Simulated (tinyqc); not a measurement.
# Worked calculation: MOS capacitor on a p-type substrate, surface potential from the exact charge relation

Program tinyqc, `OMP_NUM_THREADS=1 python tinyqc.py 2060142 2060143 out.jsonl`; Intel Xeon 2.30GHz, shared host, one thread, about 0.01 s. Printed values are rounded.

Uniform p-type substrate, Boltzmann statistics, full ionisation, classical densities. psi is the surface potential against the body (positive when the bands bend down) and u = psi/Vt. Traps are spread evenly over the gap and neutral at flat band, so their charge is -q Dit psi; the minority quasi-Fermi level is shifted by Vb.

Values chosen for this exercise; band and dielectric values close to those of silicon: temperature T = 400 K; band gap Eg = 1.1 eV; relative permittivity eps_r = 11.9; conduction-band density of states at T Nc = 4.31e19 cm^-3; valence-band density of states at T Nv = 4.1e19 cm^-3; electron affinity chi = 4.06 eV; acceptor density of the substrate N = 2.5e17 cm^-3; relative permittivity of the gate insulator (close to silicon dioxide) eox = 3.9; insulator thickness tox = 23 nm; gate work function phiM = 4.13 eV; fixed charge at the interface, in units of q Nf = 0 cm^-2; density of interface traps Dit = 0 cm^-2 eV^-1; reverse bias of the inversion layer against the body Vb = 0 V; gate voltage against the body Vg = 2.54 V.

Constants: q = 1.602176634e-19 C, kB = 1.380649e-23 J/K, Vt = kB T/q, eps0 = 8.8541878128e-14 F/cm where lengths are in cm. Results are converted to the units shown.

## Flat band, threshold and scales

ni = sqrt(Nc Nv) exp(-Eg/(2 Vt)), Eg in volts; phiF = Vt ln(N/ni); Cox = eps0 eox/tox; Vfb = phiM - chi - (Eg - Vt ln(Nv/N)) - q Nf/Cox; Q0 = sqrt(2 eps0 eps_r q N Vt); r = (ni/N)^2 exp(-Vb/Vt); VT = Vfb + [(2 phiF + Vb)(1 + q Dit/Cox) + sqrt(2 eps0 eps_r q N (2 phiF + Vb))/Cox].

ni = 4.94237e12 cm^-3
phiF = 0.373350 V
Cox = 0.150136 uF/cm^2
Vfb = -0.854211 V
Q0 = 53.9392 nC/cm^2
r = 3.90833e-10
VT = 1.56464 V

## Starting value

psi = Vg - Vfb (all of the voltage in the semiconductor).

psi at the start = 3.39421 V

## Iteration 1: Newton step for the surface potential

u = psi/Vt; F^2 = exp(-u) + u - 1 + r (exp(u) - u - 1); Qs = -sign(u) Q0 F; Cs = -dQs/dpsi = (Q0/Vt) |1 - exp(-u) + r (exp(u) - 1)|/(2 F). f = Vfb + psi + (q Dit psi - Qs)/Cox - Vg, f' = 1 + (Cs + q Dit)/Cox, psi(new) = psi - f/f'.

u = 98.4705
F = 4.77072e16
Qs = -2.57329e18 nC/cm^2
Cs = 3.73272e16 uF/cm^2
f = 1.71397e16 V
f' = 2.48622e17
psi after iteration 1 = 3.32527 V

This iterate lies far beyond the solution, so its charge is not a physical one.

## Iteration 2: Newton step for the surface potential

As before.

u = 96.4705
F = 1.75505e16
Qs = -9.46659e17 nC/cm^2
Cs = 1.37319e16 uF/cm^2
f = 6.30534e15 V
f' = 9.14630e16
psi after iteration 2 = 3.25633 V

This iterate lies far beyond the solution, so its charge is not a physical one.

## Course of the Newton iteration

Stop when the step is below 1e-10 V, or after 60 iterations.

Course of the iteration:
```
iteration  psi before the step (V)    f (V)   step (V)
1                          3.39421  1.71e16    -0.0689
2                          3.32527  6.31e15    -0.0689
3                          3.25633  2.32e15    -0.0689
4                          3.18740  8.53e14    -0.0689
5                          3.11846  3.14e14    -0.0689
6                          3.04952  1.15e14    -0.0689
7                          2.98058  4.25e13    -0.0689
8                          2.91164  1.56e13    -0.0689
9                          2.84270  5.75e12    -0.0689
...                            ...      ...        ...
34                         1.12035     78.9    -0.0670
35                         1.05335     28.4    -0.0638
36                        0.989555     9.91    -0.0564
37                        0.933109     3.21    -0.0428
38                        0.890297    0.891    -0.0240
39                        0.866287    0.167   -6.94e-3
40                        0.859351   0.0105   -4.96e-4
41                        0.858854  4.95e-5   -2.37e-6
42                        0.858852    < 1e4  -5.38e-11
```

Converged in 42 iterations. In 34 iterations the step is within 3 % of 2 Vt = 68.9 mV: there Qs grows as exp(|u|/2), and a Newton step on such an exponential moves psi by 2 Vt whatever the distance left.

## Charges, field and capacitances at the solution

converged psi = 0.858852 V

u = psi/Vt; F^2 = exp(-u) + u - 1 + r (exp(u) - u - 1); Qs = -sign(u) Q0 F; Cs = -dQs/dpsi = (Q0/Vt) |1 - exp(-u) + r (exp(u) - 1)|/(2 F). Low frequency: 1/C_LF = 1/Cox + 1/(Cs + q Dit). High frequency, in the simple estimate in which traps and minority carriers do not follow: 1/C_HF = 1/Cox + 1/Cd, Cd being Cs with r = 0 at the same psi. Minority sheet density N_inv = (Q0/(2 q)) int_0^u r (exp(t) - 1)/F(t) dt for u > 0. Oxide field |Qs - q Dit psi + q Nf|/(eps0 eox).

Qs = -380.649 nC/cm^2
N_inv = 7.44204e11 cm^-2
oxide field = 1.10233 MV/cm
Cs = 2.98078 uF/cm^2
C_LF/Cox = 0.952047
C_HF/Cox = 0.515887

The surface is in strong inversion (borders at |psi| = 0, phiF + Vb and 2 phiF + Vb = 0.747 V). Minority carriers make up 31.3 % of Qs.
